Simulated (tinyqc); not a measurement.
Composition from the perpendicular lattice constant.

Inverse problem. The layer is x parts of the first compound and 1 - x of the second, grown coherently on the second as substrate and barrier. Rows of the table: lattice constant a, average valence level Ea on an absolute scale, spin-orbit splitting so, gaps at Gamma, X and L, hydrostatic deformation potentials av and ac (Gamma), shear potential b, elastic constants, electron and heavy-hole (along z) masses. All are interpolated linearly in x; gaps get -C x (1 - x), taken wholly in the conduction band; real line-ups can differ from this model by 0.1 eV or more. In-plane strain e = (a_substrate - a)/a, e_z = -2 (c12/c11) e, volume change 2 e + e_z. X-ray diffraction gives a_z = a (1 + e_z) of the coherent layer. Find x, e and the relaxed Gamma gap.

Values chosen for this exercise:

| symbol | value | unit | meaning |
|---|---|---|---|
| CG | 0.19 | eV | bowing of the Gamma gap |
| CX | 0.24 | eV | bowing of the X gap |
| CL | 0.16 | eV | bowing of the L gap |

Binary compounds, values chosen for the exercise:
```
,close to GaP,close to GaAs
a (angstrom),5.451,5.653
Ea (eV),-7.4,-6.92
so (eV),0.0807,0.345
EG (eV),2.75,1.42
EX (eV),2.25,1.88
EL (eV),2.59,1.72
av (eV),1.72,1.16
ac (eV),-7.04,-7.2
b (eV),-1.8,-1.68
c11 (GPa),139,118
c12 (GPa),61.8,53.7
me (m0),0.129,0.067
mh (m0),0.327,0.35
```

lattice constant along the growth direction = 5.57602180 angstrom

Solution. a_z changes steadily with x, about (1 + 2 c12/c11) times as fast as the relaxed lattice constant, so one composition matches.

x = 0.2000
e = 0.7198 %
relaxed Gamma gap = 1.656 eV

tinyqc, about 0.01 s, one thread, Intel Xeon 2.30GHz (shared host): `OMP_NUM_THREADS=1 python tinyqc.py 2690026 2690027 out.jsonl`
